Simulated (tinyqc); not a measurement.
Capacitance measurement on a leaky thin oxide: effects of series resistance and leakage: one step of the calculation.

The device is a capacitance C in parallel with a leakage conductance G, in series with Rs and Ls. An impedance meter reports either a parallel pair (Cp, Gp) from Y = 1/Z = Gp + i w Cp or a series pair (Cs, Rm) from Z = Rm + 1/(i w Cs); w = 2 pi f, dissipation D = Gp/(w |Cp|).

Question. True capacitance and conductance. EOT = 3.9 tox/eox; CET = EOT + zc + zp; C = 3.9 eps0 A/CET; G = Jg A/Vs.

Values chosen for this exercise; values of the order met in thin-oxide MOS capacitors:

| symbol | value | unit | meaning |
|---|---|---|---|
| eox | 22.6 |  | relative permittivity of the gate insulator (close to hafnium oxide) |
| tox | 9.9 | nm | insulator thickness |
| A | 2500 | um^2 | gate area |
| zc | 0.39 | nm | oxide-equivalent thickness added by the accumulation layer |
| zp | 0 | nm | oxide-equivalent thickness added by gate depletion |
| Jg | 0.0059 | A/cm^2 | gate leakage current density, not matched to the thickness |
| Vs | 0.36 | V | voltage for an e-fold rise of the leakage |

Constants: eps0 = 8.8541878128e-14 F/cm where lengths are in cm. Results are converted to the units shown.

Find: EOT; CET; C; G.

Answer.

EOT = 1.708 nm
CET = 2.098 nm
C = 41.14 pF
G = 0.4097 uS

Numbers from tinyqc (`OMP_NUM_THREADS=1 python tinyqc.py 2022107 2022108 out.jsonl`; about 0.01 s on one thread of a shared Intel Xeon 2.30GHz).
